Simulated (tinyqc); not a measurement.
# From Delta(T) back to temperature T

Model: BCS gap equation with a constant attraction inside the Debye window. Computed by tinyqc, a small Python program. Command: `OMP_NUM_THREADS=1 python tinyqc.py 3006819 3006820 out.jsonl bcs inv`. One thread of a shared host (Intel(R) Xeon(R) Processor @ 2.30GHz), about 0.02 s of CPU time with the checks.

Pairs attract with strength V for |xi| < k_B Theta; N(0) is the density of states for one spin. Energies are given as temperatures (E/k_B, in K) unless marked.

Inputs (values chosen for the exercise, for a model metal): coupling N(0)V = 0.241; Debye temperature Theta = 502 K.

Solver: secant.

Method. Gap equation: 1/(N(0)V) = I(Delta, T) = int_0^Theta tanh(E/2T)/E d xi, E = sqrt(xi^2 + Delta^2); 64 Gauss-Legendre points in y with xi = max(Delta, T) sinh(y). Residual r = N(0)V I - 1, with Delta_0 = Theta/sinh(1/(N(0)V)). Secant steps in Delta^2, from Delta_0 and 0.9 Delta_0, with Delta^2 kept at or above 1e-6 K^2. Stop when |r| < 1e-9 or after 40 steps.

Problem. A run gave the result below. Find the temperature T, known to lie between 2.1 and 7.4 K.

Delta(T) = 15.56061 K

Solution.

Each step takes the trial c = (a f_b - b f_a)/(f_b - f_a), f being the result less the target and a, b, c the logarithms of the listed values; c replaces end b, the old b replaces a if the sign of f changed, and otherwise f_a is halved.

Scan of the range:
```
temperature T (K),Delta(T) (K)
2.10,15.8337
2.59,15.8061
3.20,15.7134
3.94,15.4666
4.86,14.8794
6.00,13.5799
7.40,10.6832
```

False position (Illinois rule, in the logarithm of the input) inside the bracket:
```
step,end a,end b,trial,Delta(T) (K)
1,3.20000,3.94000,3.63988,15.5877
2,3.94000,3.63988,3.70491,15.5640
3,3.94000,3.70491,3.72040,15.5582
4,3.70491,3.72040,3.71398,15.5606
5,3.72040,3.71398,3.71401,15.5606
6,3.72040,3.71401,3.71401,15.5606
7,3.71401,3.71401,3.71401,15.5606
```

Delta(T) falls at every point of a 13-point scan of the range (every second point is shown), so one value fits; it is bracketed by 3.20 and 3.94. Answer: temperature T = 3.714 K.
